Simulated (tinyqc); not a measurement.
## One-sided p+-n junction, ionisation integral and breakdown: effect of the drift doping

A p+ layer at x < 0 and an n drift layer from x = 0. Depletion approximation, built-in voltage neglected. Local ionisation coefficients alpha_n = an exp(-(bn/E)^mx), alpha_p = ap exp(-(bp/E)^mx). Electrons move towards +x, holes towards x = 0.

W = sqrt(2 eps0 eps_r V/(q N)), peak field E0 = q N W/(eps0 eps_r), falling linearly to 0 at W. G(x) = integral from 0 to x of (alpha_n - alpha_p); I_n = integral of alpha_n exp(-G) (electrons injected at x = 0), I_p = integral of alpha_p exp(G(end) - G) (holes injected at the far edge); M = 1/(1 - I). Integrals on a fine grid; BV is where I_n = 1. Specific on-resistance Ron = W/(q mu N) with constant mobility and full ionisation.

Parameters, values chosen for the exercise; material values close to those of 4H silicon carbide:
- eps_r = 9.79 (relative permittivity)
- an = 1.69e8 1/cm (prefactor of the electron ionisation coefficient)
- bn = 3.27e7 V/cm (field constant for electrons)
- ap = 3.26e8 1/cm (prefactor of the hole ionisation coefficient)
- bp = 2.47e7 V/cm (field constant for holes)
- mx = 1 (exponent)
- mu = 962 cm^2/(V s) (electron mobility of the drift layer)

Constants: q = 1.602176634e-19 C, eps0 = 8.8541878128e-14 F/cm where lengths are in cm. Results are converted to the units shown.

Effect of the drift doping:
```
N (cm^-3)  BV (V)  E0 at BV (kV/cm)  W at BV (um)  Ron (mohm cm^2)  BV^2/Ron (MW/cm^2)  eps0 eps_r mu E0^3/4 (MW/cm^2)
1e15       1.35e4            2.23e3           121             78.5              2.33e3                          2.33e3
1.9e15     7.83e3            2.34e3          66.8             22.8              2.69e3                          2.69e3
3.7e15     4.46e3            2.47e3          36.1             6.33              3.14e3                          3.14e3
7.1e15     2.58e3            2.60e3          19.8             1.81              3.68e3                          3.68e3
1.4e16     1.47e3            2.76e3          10.7            0.494              4.37e3                          4.37e3
2.6e16        883            2.91e3          6.06            0.151              5.16e3                          5.16e3
5e16          519            3.10e3          3.35           0.0435              6.19e3                          6.19e3
9.6e16        307            3.30e3          1.86           0.0126              7.50e3                          7.50e3
```

BV falls from 13500 to 307 V while the critical field rises from 2230 to 3300 kV/cm. BV goes as N^(-0.85) between the first two rows and N^(-0.80) between the last two (a coefficient proportional to E^7 gives -0.75 without punch-through). Ron goes as BV^(2.31) over the table; the last two columns agree since BV = E0 W/2 and N = eps0 eps_r E0/(q W).

tinyqc, about 0.06 s, one thread, Intel Xeon 2.30GHz (shared host): `OMP_NUM_THREADS=1 python tinyqc.py 2120029 2120030 out.jsonl`
